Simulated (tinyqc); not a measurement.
Lattice against boundary over temperature: grain-boundary diffusion: Harrison regimes, Fisher and Le Claire analysis, Hart average. Computed by tinyqc, a small Python program. Command: `OMP_NUM_THREADS=1 python tinyqc.py 3012541 3012542 out.jsonl gbdiff walk`. One thread of a shared host (Intel(R) Xeon(R) Processor @ 2.30GHz), about 0.01 s of CPU time with the checks.

A boundary is a slab of width delta with diffusivity D_b, normal to a surface held at constant concentration; it leaks into grains of diffusivity D.

Inputs (values chosen for the exercise, for a model polycrystal):
```
quantity                          value   unit
melting point T_m                  2020      K
lattice prefactor D0            0.00014  m^2/s
lattice activation energy E        2.88     eV
boundary prefactor D0b          1.6e-05  m^2/s
boundary activation energy E_b     1.74     eV
boundary width delta               0.66     nm
segregation factor s                  3      -
grain size d                      0.021     um
temperature T                      1280      K
time t                           100000      s
```

Constants: k_B = 8.617333262e-05 eV/K.

Method:
- D = D0 exp(-E/(k_B T)), D_b = D0b exp(-E_b/(k_B T)).
- Triple product P = s delta D_b.
- Hart average for parallel slabs: f = delta/d, D_eff = (s f D_b + (1 - f) D)/(1 - f + s f); share of the boundaries = s f D_b/(s f D_b + (1 - f) D); depth sqrt(D_eff t).
- l = sqrt(D t); P = s delta D_b; alpha = s delta/(2 l); beta = P/(2 D l). Regime A if l > 3 d, C if alpha > 1, B if alpha < 0.1, l < d/4 and beta > 10, otherwise a transition.
- D_eff = (s f D_b + (1 - f) D)/(1 - f + s f), f = delta/d; share of the boundaries = s f D_b/(s f D_b + (1 - f) D).

boundary fraction f = 0.0314286

Diffusivities (m^2/s):
```
T/T_m  T (K)           D         D_b       D_eff    share      regime
0.3      606  1.5657e-28  5.4134e-20  4.8022e-21  1.00000           C
0.4      808  1.5225e-22  2.2446e-16  1.9912e-17  0.99999  transition
0.5     1010  5.9604e-19  3.3245e-14  2.9497e-15  0.99982           A
0.6     1212  1.4805e-16  9.3067e-13  8.2694e-14  0.99837           A
0.7     1414  7.6073e-15  1.0056e-11  8.9897e-13  0.99229           A
0.8     1616  1.4600e-13  5.9927e-11  5.4492e-12  0.97558           A
0.9     1818  1.4532e-12  2.4020e-10  2.2632e-11  0.94149           A
1.0     2020  9.1349e-12  7.2933e-10  7.3023e-11  0.88600           A
```

What follows from these numbers?

The apparent activation energy of D_eff is 1.74 eV between the first rows and 1.84 eV between the last, against E_b = 1.74 and E = 2.88 eV. The boundaries carry most of the flux up to the melting point. Caution: the segregation factor is held fixed, although it falls with temperature. Caution: outside regime A, D_eff and the share of the boundaries hold only at steady state.
